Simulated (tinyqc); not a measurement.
Inside a calculation. Method: CIS and TDHF on RHF in the sto-3g basis, for H3+, spin multiplicity 1. Computed by tinyqc, a small Python program that keeps every step (integrals from PySCF). Settings: charge = 1, multiplicity = 1, basis = sto-3g, method = RHF, energy threshold = 1e-10, iteration cap = 65, orthogonalisation = symmetric, start = Wolfsberg-Helmholz matrix, DIIS depth = 6, TDHF = 1. Command: `OMP_NUM_THREADS=1 python tinyqc.py 30408 30409 out.jsonl` (the two numbers bound the seeds that draw the settings). One thread of a shared host (Intel(R) Xeon(R) Processor @ 2.60GHz), about 0.05 s of CPU time with the checks. The early iterations of the SCF are left out here.

## One-electron integrals

Geometry (angstrom):
```
atom,x,y,z
H,0.000000,0.000000,0.000000
H,0.000000,0.000000,1.036000
H,0.000000,0.900000,-0.513000
```

Basis sto-3g: exponents (1/bohr^2) and contraction coefficients of normalised primitives:
```
element,l (shell),exponent,coefficient
H,s (1),3.425251,0.154329
H,s (1),0.623914,0.535328
H,s (1),0.168855,0.444635
```

Overlap, kinetic and nuclear-attraction integrals over the contracted functions; the nuclear repulsion is the sum of Za Zb / Rab.

nuclear repulsion = 1.31699333 hartree

overlap S, lower triangle:
```
,1H 1s,2H 1s,3H 1s
1H 1s,1.000000
2H 1s,0.475528,1.000000
3H 1s,0.475563,0.166277,1.000000
```

kinetic energy T (hartree), lower triangle:
```
,1H 1s,2H 1s,3H 1s
1H 1s,0.760032
2H 1s,0.098495,0.760032
3H 1s,0.098516,-0.005921,0.760032
```

nuclear attraction V (hartree), lower triangle:
```
,1H 1s,2H 1s,3H 1s
1H 1s,-2.220966
2H 1s,-0.931409,-2.018845
3H 1s,-0.931494,-0.301115,-2.018871
```

core Hamiltonian H = T + V (hartree), lower triangle:
```
,1H 1s,2H 1s,3H 1s
1H 1s,-1.460934
2H 1s,-0.832913,-1.258813
3H 1s,-0.832978,-0.307037,-1.258839
```

## Two-electron integrals

Functions are numbered as in S; the eight-fold symmetry (ij|kl) = (ji|kl) = (kl|ij) leaves the list below.

Two-electron integrals (ij|kl) in chemists' order, unique and non-zero (hartree):
```
i,j,k,l,(ij|kl)
1,1,1,1,0.774606
2,1,1,1,0.292989
2,1,2,1,0.143510
2,2,1,1,0.466473
2,2,2,1,0.292989
2,2,2,2,0.774606
3,1,1,1,0.293016
3,1,2,1,0.110148
3,1,2,2,0.177530
3,1,3,1,0.143534
3,2,1,1,0.091248
3,2,2,1,0.042134
3,2,2,2,0.082286
3,2,3,1,0.042137
3,2,3,2,0.014784
3,3,1,1,0.466492
3,3,2,1,0.177520
3,3,2,2,0.293253
3,3,3,1,0.293016
3,3,3,2,0.082286
3,3,3,3,0.774606
```

## Orthogonalisation

S = U s U^T; symmetric (Loewdin) form X = U s^(-1/2) U^T, so that X^T S X = 1.

eigenvalues of S: 0.405496  0.833723  1.760781

X, lower triangle:
```
,1H 1s,2H 1s,3H 1s
1H 1s,1.212103
2H 1s,-0.286578,1.103533
3H 1s,-0.286606,0.008353,1.103551
```

## Starting guess

The start is the generalised Wolfsberg-Helmholz matrix (K = 1.75) built on H; D = 2 C_occ C_occ^T.

D at the start, lower triangle:
```
,1H 1s,2H 1s,3H 1s
1H 1s,0.674088
2H 1s,0.402408,0.240224
3H 1s,0.402461,0.240256,0.240287
```

## Iteration 4 (converged): orbitals

converged F (hartree), lower triangle:
```
,1H 1s,2H 1s,3H 1s
1H 1s,-0.758229
2H 1s,-0.628495,-0.571887
3H 1s,-0.628535,-0.316802,-0.571905
```

Diagonalise F' = X^T F X, C = X C', fill 1 alpha and 1 beta electrons from the bottom; D = 2 C_occ C_occ^T. Each column has its largest component positive (the first on a tie).

F' = X^T F X (hartree), lower triangle:
```
,1,2,3
1,-0.386640
2,-0.403713,-0.364057
3,-0.403746,-0.058080,-0.364043
```

orbital energies (hartree): MO1 -0.975620, MO2 -0.305970, MO3 0.166850

coefficients C:
```
,MO1,MO2,MO3
1H 1s,0.552660,-0.000025,1.152402
2H 1s,0.365029,0.774450,-0.752969
3H 1s,0.365046,-0.774381,-0.753069
```

D after iteration 4, lower triangle:
```
,1H 1s,2H 1s,3H 1s
1H 1s,0.610865
2H 1s,0.403474,0.266493
3H 1s,0.403492,0.266505,0.266517
```

## Convergence

Stop when the energy changes by less than 1e-10 hartree and every element of the error matrix X^T (F D S - S D F) X is below 3e-06.

Course of the cycle:
```
iteration,E (hartree),change,largest element of the error matrix
1,-1.19313073,-,3.43e-02
2,-1.19429334,-1.16e-03,4.38e-03
3,-1.19431258,-1.92e-05,1.59e-06
4,-1.19431258,-2.32e-12,3.00e-07
```

PySCF RHF in the same basis = -1.19431258 hartree

Converged in 4 iterations.

## Populations, bond orders and dipole

Mulliken: Z minus the diagonal of D S on the atom; Loewdin: the same with S^(1/2) D S^(1/2); Mayer order: 2 sum_s sum (D(s) S)_ij (D(s) S)_ji over the two atoms.

Charges (e):
```
atom,Mulliken,Loewdin
1H,0.005386,0.031064
2H,0.497331,0.484493
3H,0.497284,0.484443
```

Mayer bond orders:
```
pair,order
2-1,0.499962
3-1,0.500009
3-2,0.252700
```

dipole moment about the origin, x y z (debye): 0.000000  2.149700  1.249449

## Integrals over molecular orbitals

(pq|rs) = sum C_ip C_jq C_kr C_ls (ij|kl), one index at a time.

one-electron integrals over orbitals h = C^T H C (hartree), lower triangle:
```
,1,2,3
1,-1.535686
2,0.000010,-1.141613
3,-0.077107,-0.000006,-0.824715
```

Two-electron integrals over orbitals (pq|rs), unique and non-zero (hartree):
```
p,q,r,s,(pq|rs)
1,1,1,1,0.560065
2,1,1,1,-0.000010
2,1,2,1,0.145046
2,2,1,1,0.490344
2,2,2,1,0.000017
2,2,2,2,0.552647
3,1,1,1,0.077107
3,1,2,1,2.74e-06
3,1,2,2,-0.053595
3,1,3,1,0.139843
3,2,1,1,4.42e-06
3,2,2,1,-0.132584
3,2,2,2,-0.000015
3,2,3,1,-0.000011
3,2,3,2,0.140153
3,3,1,1,0.565704
3,3,2,1,-0.000018
3,3,2,2,0.499805
3,3,3,1,0.090079
3,3,3,2,0.000012
3,3,3,3,0.606384
```

## CIS matrix, singlets

A(ia,jb) = (e_a - e_i) d_ij d_ab + 2 (ia|jb) - (ij|ab).

CIS matrix A, singlet (hartree):
```
,1>2,1>3
1>2,0.469398,0.000001
1>3,0.000001,0.856452
```

## CIS singlet states

dipole integrals <i|r|a> (bohr):
```
,x,y,z
1>2,0.000000,-0.653849,1.125378
1>3,0.000000,-0.543465,-0.315700
```

Diagonalise A (1 hartree = 27.211386 eV); each vector has its largest component positive (the first on a tie). The transition dipole is mu = sqrt2 sum c_ia <i|r|a>.

singlet excitation energies (eV): 12.772971  23.305258

lowest vectors:
```
,state 1,state 2
1>2,1.000000,0.000003
1>3,-0.000003,1.000000
```

oscillator strengths 2/3 w |mu|^2: 1.060210  0.451089

## TDHF (RPA) singlet states

B(ia,jb) = 2 (ia|jb) - (ib|ja); the squared energies are the eigenvalues of (A - B)(A + B); 1 hartree = 27.211386 eV.

TDHF matrix B, singlet (hartree):
```
,1>2,1>3
1>2,0.145046,0.000003
1>3,0.000003,0.139843
```

squared energies w^2 (hartree^2): 0.199296  0.713955

TDHF energies from the positive w^2 (eV): 12.147871  22.992489

## CIS matrix, triplets

A(ia,jb) = (e_a - e_i) d_ij d_ab - (ij|ab).

CIS matrix A, triplet (hartree):
```
,1>2,1>3
1>2,0.179306,-0.000004
1>3,-0.000004,0.576766
```

## CIS triplet states

Diagonalise A (1 hartree = 27.211386 eV); each vector has its largest component positive (the first on a tie).

triplet excitation energies (eV): 4.879169  15.694615

lowest vectors:
```
,state 1,state 2
1>2,1.000000,-0.000011
1>3,0.000011,1.000000
```

## TDHF (RPA) triplet states

B(ia,jb) = - (ib|ja); the squared energies are the eigenvalues of (A - B)(A + B); 1 hartree = 27.211386 eV.

TDHF matrix B, triplet (hartree):
```
,1>2,1>3
1>2,-0.145046,-0.000003
1>3,-0.000003,-0.139843
```

squared energies w^2 (hartree^2): 0.011112  0.313104

TDHF energies from the positive w^2 (eV): 2.868495  15.226309
